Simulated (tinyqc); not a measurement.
## Junction field-effect transistor with two gates, gradual channel with velocity saturation: effect of half the channel thickness on saturation

A uniformly doped n-type channel, depleted from both sides by p+ gates; at channel potential V the depleted share of a is u = sqrt((Vbi - Vg + V)/Vp), s at the source. Electrons drift with v = mu E/(1 + mu E/vsat). Abrupt depletion edge, no series resistance, source at 0.

ni = sqrt(Nc Nv) exp(-Eg/(2 Vt)), Eg in volts; Vbi = Vt ln(Na Nd/ni^2); Vp = q Nd a^2/(2 eps0 eps_r); G0 = 2 q mu Nd a W/L; Z = mu Vp/(vsat L); s = sqrt((Vbi - Vg)/Vp). I = (G0 Vp/3) F/(1 + Z (u^2 - s^2)), F = 3 (u^2 - s^2) - 2 (u^3 - s^3), with u at V = Vd; Z = 0 gives constant mobility, for which u stops at 1. The current peaks at u = um, the root of (1 - u)(1 + Z (u^2 - s^2)) = Z F/3; beyond Vdsat = Vp (um^2 - s^2) it is held at that value. gm = G0 (um - s)/(1 + Z (um^2 - s^2)).

Values chosen for this exercise; material values close to those of gallium arsenide:
- T = 300 K (temperature)
- eps_r = 12.8 (relative permittivity of the semiconductor)
- Nc = 4.37e17 cm^-3 (conduction-band density of states at T)
- Eg = 1.4 eV (band gap)
- Nv = 8.97e18 cm^-3 (valence-band density of states at T)
- Nd = 4.4e16 cm^-3 (donor density of the channel)
- mu = 4900 cm^2/(V s) (low-field mobility at this doping)
- vsat = 8.4e6 cm/s (saturation velocity)
- L = 0.3 um (gate length)
- W = 100 um (gate width)
- Na = 1.2e18 cm^-3 (acceptor density of the gates)
- Vg = -0.1 V (gate voltage)

Constants: q = 1.602176634e-19 C, kB = 1.380649e-23 J/K, Vt = kB T/q, eps0 = 8.8541878128e-14 F/cm where lengths are in cm. Results are converted to the units shown.

Effect of half the channel thickness on saturation:
```
a (nm)      Z      um  Vdsat (V)  Isat (mA)  Isat for Z = 0 (mA)  gm (mS)
240     34.83  0.9283     0.1552      2.037                13.03    6.589
290     50.86  0.8008     0.2886      6.842                105.4    7.287
350     74.08  0.6857     0.4028      13.03                354.8    7.482
430     111.8  0.5767     0.5241      21.56                973.5    7.550
520     163.5  0.4910     0.6387      31.35                 2144    7.553
```

Read the table: what changes, and by how much?

As a goes from 240 to 520 nm, Vdsat rises from 0.155 to 0.639 V, Isat rises from 2.04 to 31.3 mA and gm rises from 6.59 to 7.55 mS. Isat is 0.156 of the constant-mobility value in the first row and 0.0146 in the last. In every row the gate is shorter than 2 a, outside the gradual-channel approximation. At a = 240 nm the open channel at the source, (1 - s) a, is under two Debye lengths, so the abrupt edge is rough.

Program tinyqc, `OMP_NUM_THREADS=1 python tinyqc.py 2500005 2500006 out.jsonl`; Intel Xeon 2.30GHz, shared host, one thread, about 0.07 s.
